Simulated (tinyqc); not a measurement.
## Schottky barrier on an n-type semiconductor, non-linear Poisson equation by Newton steps: effect of the bias of the metal against the semiconductor

One dimension, metal at x = 0, donor density C(x) = Nd, uniform. Energies are counted from the electron Fermi level of the semiconductor and the conduction-band edge is Ec = -psi, so n = Nc exp(psi/Vt); holes follow the Fermi level of the metal, at -V, so p = Nv exp((V - psi - Eg)/Vt). Ends: psi(0) = V - phiB and psi = Vt ln(Nd/Nc) deep inside. Boltzmann statistics, full ionisation, no current, no image force in the Poisson equation.

First integral for uniform doping: E_0^2 = (2 q/(eps0 eps_r)) [Nd (U - Vt + Vt exp(-U/Vt)) + Vt p_0], U = Vbi - V, Vbi = phiB - Vt ln(Nc/Nd), p_0 = Nv exp((phiB - Eg)/Vt) (deep holes neglected). Image-force lowering dphi = sqrt(q E_0/(4 pi eps0 eps_r)), at x_m = sqrt(q/(16 pi eps0 eps_r E_0)). W = sqrt(2 eps0 eps_r U/(q Nd)).

Values chosen for this exercise; band and dielectric values those of a made-up semiconductor: temperature T = 300 K; band gap Eg = 2.89 eV; relative permittivity eps_r = 9.55; conduction-band density of states at T Nc = 1.84e18 cm^-3; valence-band density of states at T Nv = 5.27e19 cm^-3; donor density deep in the semiconductor Nd = 7e16 cm^-3; barrier height phiB = 1.64 eV.

Constants: q = 1.602176634e-19 C, kB = 1.380649e-23 J/K, Vt = kB T/q, eps0 = 8.8541878128e-14 F/cm where lengths are in cm. Results are converted to the units shown.

The same in every row: Vbi (V) = 1.555; p_0/Nd = 7.545e-19.

Effect of the bias of the metal against the semiconductor:
```
V (V)  W (nm)  E_0 (kV/cm)  dphi (mV)  exp(dphi/Vt)
0       153.2        201.4      55.11         8.430
-1.4    211.1        278.8      64.83         12.28
-2.9    259.2        342.8      71.89         16.13
-4.3    297.1        393.2      77.00         19.66
-5.7    330.8        437.9      81.26         23.18
-7.1    361.3        478.5      84.94         26.72
-8.6    391.3        518.4      88.41         30.56
-10     417.4        553.0      91.32         34.20
```

Read the table: what changes, and by how much?

As V goes from 0 to -10, the surface field rises from 201 to 553 kV/cm, the lowering rises from 55.1 to 91.3 mV and W rises from 153 to 417 nm. The reverse current factor exp(dphi/Vt) grows by 4.06 over the table, so a thermionic reverse current does not saturate.

Computed by the program tinyqc: `OMP_NUM_THREADS=1 python tinyqc.py 2020048 2020049 out.jsonl`, one thread of a shared Intel Xeon 2.30GHz, about 0.04 s for the whole run.
